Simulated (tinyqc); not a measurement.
Worked calculation: plane-wave Kohn-Sham cycle with exchange-only LDA in a layered model solid. Computed by tinyqc, a small Python program that keeps every step. Settings: points = 16, plane-wave index or count = 2, electrons = 4, k points = 4, area = 32.0, mixing = 0.5, iteration cap = 74, Pulay depth = 5. Command: `OMP_NUM_THREADS=1 python tinyqc.py 25273 25274 out.jsonl` (the two numbers bound the seeds that draw the settings). One thread of a shared host (Intel(R) Xeon(R) Processor @ 2.60GHz), about 0.01 s of CPU time with the checks. Later iterations appear only in the table of the cycle.

## Iteration 1: potential

A solid whose potential varies along x alone (atomic units):
```
parameter                      value
period a                    8.200000
cross-section of the cell  32.000000
electrons per cell                 4
grid points                       16
plane waves -n..n, n               2
k points                           4
V1 in V1 cos(2 pi x/a)     -0.790000
```

density at the start, on the grid x_j = j a/N (e/bohr^3): [0.01524390, 0.01524390, 0.01524390, 0.01524390, 0.01524390, 0.01524390, 0.01524390, 0.01524390, 0.01524390, 0.01524390, 0.01524390, 0.01524390, 0.01524390, 0.01524390, 0.01524390, 0.01524390]

V_H(G) = 4 pi rho(G)/G^2 for G != 0 (uniform background); v_x = -(3 rho/pi)^(1/3); V = V_ext + V_H + v_x; Fourier components f(G_m) = (1/N) sum_j f(x_j) exp(-i G_m x_j).

Potentials on the grid (hartree):
```
x             V_ext       V_H        v_x          V
0.000000  -0.790000  0.000000  -0.244168  -1.034168
0.512500  -0.729865  0.000000  -0.244168  -0.974033
1.025000  -0.558614  0.000000  -0.244168  -0.802783
1.537500  -0.302320  0.000000  -0.244168  -0.546488
2.050000          0  0.000000  -0.244168  -0.244168
2.562500   0.302320  0.000000  -0.244168   0.058152
3.075000   0.558614  0.000000  -0.244168   0.314446
3.587500   0.729865  0.000000  -0.244168   0.485697
4.100000   0.790000  0.000000  -0.244168   0.545832
4.612500   0.729865  0.000000  -0.244168   0.485697
5.125000   0.558614  0.000000  -0.244168   0.314446
5.637500   0.302320  0.000000  -0.244168   0.058152
6.150000          0  0.000000  -0.244168  -0.244168
6.662500  -0.302320  0.000000  -0.244168  -0.546488
7.175000  -0.558614  0.000000  -0.244168  -0.802783
7.687500  -0.729865  0.000000  -0.244168  -0.974033
```

V(G_m), m = 0, 1, 2, ... (hartree): [-0.244168, -0.395000, 0.000000, 0.000000, 0.000000]

## Iteration 1: Hamiltonian at one k

k = 0.125000 2 pi / a

H(m,m') = (k + G_m)^2/2 delta + V(G_m - G_m'), with V(-G) = V(G).

H (hartree), order -2, -1, +0, +1, +2:
```
[[0.787891, -0.395000, 0.000000, 0.000000, 0.000000],
 [-0.395000, -0.019409, -0.395000, 0.000000, 0.000000],
 [0.000000, -0.395000, -0.239581, -0.395000, 0.000000],
 [0.000000, 0.000000, -0.395000, 0.127373, -0.395000],
 [0.000000, 0.000000, 0.000000, -0.395000, 1.081454]]
```

## Iteration 1: levels at that k

Diagonalise the Hermitian matrix.

eigenvalues (hartree): [-0.712029, -0.103337, 0.343637, 0.970721, 1.238736]

## Iteration 1: new density

Motion across x is left out: the lowest 2 band(s) hold two electrons at each of the k points (j + 1/2)/nk - 1/2. Residual R = rho(out) - rho(in); rho(new) = rho(in) + 0.5 R. rho(out) = 2/(a A nk) sum |psi|^2 with psi = sum c exp(i G x). Harris energy E = band energy - dV sum rho (V_H/2 + v_x) + (3/4) dV sum rho v_x with rho(in), dV = a A/N, band energy = (2/nk) sum of the filled levels.

rho(out) (e/bohr^3): [0.02655057, 0.02832319, 0.02977730, 0.02524898, 0.01563107, 0.00677798, 0.00211286, 0.00062547, 0.00035819, 0.00062547, 0.00211286, 0.00677798, 0.01563107, 0.02524898, 0.02977730, 0.02832319]

density after iteration 1 (e/bohr^3): [0.02089724, 0.02178355, 0.02251060, 0.02024644, 0.01543748, 0.01101094, 0.00867838, 0.00793469, 0.00780105, 0.00793469, 0.00867838, 0.01101094, 0.01543748, 0.02024644, 0.02251060, 0.02178355]

energy per cell = -1.38970838 hartree

## Iteration 2: potential

As before.

Potentials on the grid (hartree):
```
x             V_ext        V_H        v_x          V
0.000000  -0.790000   0.167521  -0.271240  -0.893719
0.512500  -0.729865   0.157914  -0.275022  -0.846972
1.025000  -0.558614   0.126751  -0.278048  -0.709911
1.537500  -0.302320   0.072482  -0.268394  -0.498232
2.050000          0   0.002443  -0.245197  -0.242755
2.562500   0.302320  -0.068365  -0.219078   0.014877
3.075000   0.558614  -0.125813  -0.202366   0.230436
3.587500   0.729865  -0.162032  -0.196412   0.371422
4.100000   0.790000  -0.174282  -0.195303   0.420415
4.612500   0.729865  -0.162032  -0.196412   0.371422
5.125000   0.558614  -0.125813  -0.202366   0.230436
5.637500   0.302320  -0.068365  -0.219078   0.014877
6.150000          0   0.002443  -0.245197  -0.242755
6.662500  -0.302320   0.072482  -0.268394  -0.498232
7.175000  -0.558614   0.126751  -0.278048  -0.709911
7.687500  -0.729865   0.157914  -0.275022  -0.846972
```

V(G_m), m = 0, 1, 2, ... (hartree): [-0.239723, -0.330500, 0.001453, 0.001956, 0.000009]

## Iteration 2: Hamiltonian at one k

k = 0.125000 2 pi / a

As before.

H (hartree), order -2, -1, +0, +1, +2:
```
[[0.792336, -0.330500, 0.001453, 0.001956, 0.000009],
 [-0.330500, -0.014964, -0.330500, 0.001453, 0.001956],
 [0.001453, -0.330500, -0.235136, -0.330500, 0.001453],
 [0.001956, 0.001453, -0.330500, 0.131818, -0.330500],
 [0.000009, 0.001956, 0.001453, -0.330500, 1.085899]]
```

## Iteration 2: levels at that k

As before.

eigenvalues (hartree): [-0.607297, -0.062204, 0.309100, 0.923132, 1.197221]

## Iteration 2: new density

B (overlaps of the stored error matrices):
```
[[2.2300921e-03, 9.6738307e-04],
 [9.6738307e-04, 4.2301894e-04]]
```

Motion across x is left out: the lowest 2 band(s) hold two electrons at each of the k points (j + 1/2)/nk - 1/2. Residual R = rho(out) - rho(in); rho(new) = rho(in) + 0.5 R; Pulay mixing then takes sum c_i of the stored mixed densities, with c from B_ij = sum R_i R_j as in DIIS. rho(out) = 2/(a A nk) sum |psi|^2 with psi = sum c exp(i G x). Harris energy E = band energy - dV sum rho (V_H/2 + v_x) + (3/4) dV sum rho v_x with rho(in), dV = a A/N, band energy = (2/nk) sum of the filled levels.

rho(out) (e/bohr^3): [0.02544433, 0.02706914, 0.02858404, 0.02488493, 0.01634701, 0.00791846, 0.00297228, 0.00110308, 0.00070024, 0.00110308, 0.00297228, 0.00791846, 0.01634701, 0.02488493, 0.02858404, 0.02706914]

DIIS coefficients: [-0.757803, 1.757803]

density after iteration 2 (e/bohr^3): [0.02489368, 0.02642906, 0.02784855, 0.02432322, 0.01623687, 0.00829295, 0.00366328, 0.00193038, 0.00156013, 0.00193038, 0.00366328, 0.00829295, 0.01623687, 0.02432322, 0.02784855, 0.02642906]

energy per cell = -1.19215480 hartree

## Convergence

Stop when sqrt(dV sum R^2) is below 1e-8, dV = a A/N.

Course of the cycle:
```
iteration  E (hartree)  norm of the residual
1          -1.38970838              1.91e-01
2          -1.19215480              8.33e-02
3          -1.15302336              7.05e-03
4          -1.15311860              2.28e-03
5          -1.15309654              1.39e-04
6          -1.15309650              8.75e-05
7          -1.15309648              7.10e-08
8          -1.15309648              7.49e-08
9          -1.15309648              5.96e-11
```

Converged in 9 iterations. Before convergence this energy mixes input and output and is not variational, so it may rise towards its limit.
